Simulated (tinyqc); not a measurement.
Orbital energy against energy difference: ionisation energy by orbital energies and by energy differences in the 6-31g* basis, for H4, spin multiplicity 1. Computed by the program tinyqc with PySCF. Command: `OMP_NUM_THREADS=1 python tinyqc.py 111775 111776 out.jsonl`; one thread of a shared host (Intel(R) Xeon(R) Processor @ 2.60GHz), about 5 s.

Geometry (angstrom):
```
atom       x       y       z
H     0.0000  0.0000  0.0000
H     0.0000  0.0000  0.7340
H     0.0000  0.9920  0.0000
H     0.0000  0.9920  0.7340
```

CCSD(T) difference in the same basis = 10.1599 eV

IP-EOM-CCSD = 10.1796 eV

The cation is unrestricted; errors are against CCSD(T) in this basis, not against experiment.

First vertical ionisation energy (eV):
```
method     -e(HOMO)  E(cation) - E  error of -e(HOMO)  error of the difference
HF           9.9682       9.453624            -0.1917                  -0.7063
LDA          5.0222      10.016263            -5.1377                  -0.1436
PBE          5.0864      10.057149            -5.0734                  -0.1027
B3LYP        6.3317      10.261099            -3.8282                   0.1012
PBE0         6.5158      10.124720            -3.6441                  -0.0352
CAM-B3LYP    7.9763      10.216051            -2.1836                   0.0562
LC-wPBE      9.4087      10.198748            -0.7511                   0.0389
```

Koopmans errs by -0.19 eV and Delta-HF by -0.71 eV: relaxation, 0.51 eV, lowers the value and the missing correlation difference works against it. The PBE level is off by -5.1 eV through the wrong tail of its potential, though its energy difference is off by -0.10 eV; exact exchange deepens the level, and among the orbital energies HF comes closest; among the differences PBE0 does.
